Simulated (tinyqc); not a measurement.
Worked calculation: plane-wave Kohn-Sham cycle with exchange-only LDA in a layered model solid. One step of it, computed by the program tinyqc.

Task: Iteration 1: Hamiltonian at one k. H(m,m') = (k + G_m)^2/2 delta + V(G_m - G_m'), with V(-G) = V(G).

A solid whose potential varies along x alone (atomic units):
```
parameter                      value
period a                    8.100000
cross-section of the cell  25.000000
electrons per cell                 2
grid points                       16
plane waves -n..n, n               2
k points                           1
V1 in V1 cos(2 pi x/a)     -0.310000
```

V(G_m), m = 0, 1, 2, ... (hartree): [-0.211280, -0.155000, 0.000000, 0.000000, 0.000000]

k = 0.000000 2 pi / a

Give: H.

Result:

H (hartree), order -2, -1, +0, +1, +2:
$$\begin{pmatrix}
0.9921 & -0.1550 & 0.0000 & 0.0000 & 0.0000 \\
-0.1550 & 0.0896 & -0.1550 & 0.0000 & 0.0000 \\
0.0000 & -0.1550 & -0.2113 & -0.1550 & 0.0000 \\
0.0000 & 0.0000 & -0.1550 & 0.0896 & -0.1550 \\
0.0000 & 0.0000 & 0.0000 & -0.1550 & 0.9921
\end{pmatrix}$$
